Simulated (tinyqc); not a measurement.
Inputs raised by 5 %, one at a time: charge control and current of a heterostructure field-effect transistor. Computed by tinyqc, a small Python program. Command: `OMP_NUM_THREADS=1 python tinyqc.py 3029159 3029160 out.jsonl hemt sens`. One thread of a shared host (Intel(R) Xeon(R) Processor @ 2.30GHz), about 0.02 s of CPU time with the checks.

Two subbands in a triangular well; E_F is counted from the conduction band edge of the channel at the interface.

Inputs (values chosen for the exercise, modelled on AlGaN/GaN):
```
quantity,value,unit
channel mass m,0.2,m_0
permittivity eps (barrier and channel),9.29,-
barrier thickness d,23,nm
Schottky barrier phi_B,1.1,eV
conduction band offset dE_c,0.36,eV
polarisation charge sigma/e,1.5e+13,1/cm^2
gate voltage V_G,0,V
mobility mu,2000,cm^2/(V s)
saturation velocity v_s,1.2,1e7 cm/s
gate length L,76,nm
source resistance R_S,0.14,ohm mm
temperature T,77,K
mixing,0.3,-
iteration cap,200,-
```

Charge source: polarisation. Velocity law: smooth.

Constants: e = 1.602176634e-19 C; eps_0 = 8.8541878128e-12 F/m; k_B = 8.617333262e-05 eV/K; hbar = 1.054571817e-34 J s; m_0 = 9.1093837015e-31 kg; k_B = 1.380649e-23 J/K.

Method:
- Threshold V_T = phi_B - dE_c - sigma d/(eps eps_0) (in volts); C_b = eps eps_0/d.
- Charge control: n_s = C_b (V_G - V_T - E_F/e)/e. Well: mean field F = e n_s/(2 eps eps_0), E_i = (hbar^2/2m)^(1/3) [(3 pi e F/2)(i + 3/4)]^(2/3), i = 0, 1; n_s = D k_B T sum_i ln(1 + exp((E_F - E_i)/k_B T)), D = m/(pi hbar^2), which is solved in closed form for E_F.
- Iteration from n_s = C_b (V_G - V_T)/(2e): E_F from n_s, n_out from the charge control, n_new = n_s + mixing (n_out - n_s), kept above n_s/10; stop when |n_out/n_s - 1| < 1e-9.
- C_g = e dn_s/dV_G = 1/(1/C_b + 1/C_q), 1/C_q = d(E_F/e)/d(e n_s) by a central difference of +/- 0.1 % in n_s; added distance dd = eps eps_0/C_q.
- With V = e n_s/C_g and V_c = v_s L/mu: for v = mu F/(1 + mu F/v_s), V_Dsat = V_c (sqrt(1 + 2V/V_c) - 1) and I/W = C_g v_s (V - V_Dsat); g_m = dI/dV; extrinsic g_m/(1 + g_m R_S); f_T = g_m/(2 pi C_g L).

Runs:
```
input moved,from,to,sheet density n_s (1/cm^2),saturation current I/W (mA/mm),intrinsic f_T (GHz),gate capacitance C_g (microfarad/cm^2)
base run,-,-,1.2296e+13,2087.2,235.67,0.33550
permittivity eps (barrier and channel),9.29,9.7545,1.2192e+13,2062.3,235.23,0.35158
Schottky barrier phi_B (eV),1.1,1.155,1.2181e+13,2066.4,235.60,0.33546
conduction band offset dE_c (eV),0.36,0.378,1.2333e+13,2093.9,235.69,0.33551
polarisation charge sigma/e (1/cm^2),1.5e+13,1.575e+13,1.3000e+13,2214.1,236.09,0.33573
mobility mu (cm^2/(V s)),2000,2100,1.2296e+13,2093.4,236.04,0.33550
saturation velocity v_s (1e7 cm/s),1.2,1.26,1.2296e+13,2184.8,247.05,0.33550
source resistance R_S (ohm mm),0.14,0.147,1.2296e+13,2087.2,235.67,0.33550
```

Exponents ln(y'/y) / ln(x'/x):
```
input,sheet density n_s,saturation current I/W,intrinsic f_T,gate capacitance C_g
permittivity eps (barrier and channel),-0.174,-0.245,-0.038,0.960
Schottky barrier phi_B,-0.193,-0.205,-0.006,-0.002
conduction band offset dE_c,0.063,0.067,0.002,0.001
polarisation charge sigma/e,1.141,1.210,0.037,0.014
mobility mu,0.000,0.061,0.033,0.000
saturation velocity v_s,0.000,0.937,0.967,0.000
source resistance R_S,0.000,0.000,0.000,0.000
```

To which inputs is each result most sensitive?

Among the inputs moved here: sheet density n_s answers most in size to polarisation charge sigma/e (exponent +1.141), next to Schottky barrier phi_B (-0.193); its exponent is below 0.0005 for mobility mu, saturation velocity v_s, source resistance R_S. saturation current I/W answers most in size to polarisation charge sigma/e (exponent +1.210), next to saturation velocity v_s (+0.937); its exponent is below 0.0005 for source resistance R_S. intrinsic f_T answers most in size to saturation velocity v_s (exponent +0.967), next to permittivity eps (barrier and channel) (-0.038); its exponent is below 0.0005 for source resistance R_S. gate capacitance C_g answers most in size to permittivity eps (barrier and channel) (exponent +0.960), next to polarisation charge sigma/e (+0.014); its exponent is below 0.0005 for mobility mu, saturation velocity v_s, source resistance R_S.

Caution (all rows): E_F lies above the conduction band minimum of the barrier, so electrons would spill into the barrier.

Extremes, crossings and ranges named in words are read from the listed rows.
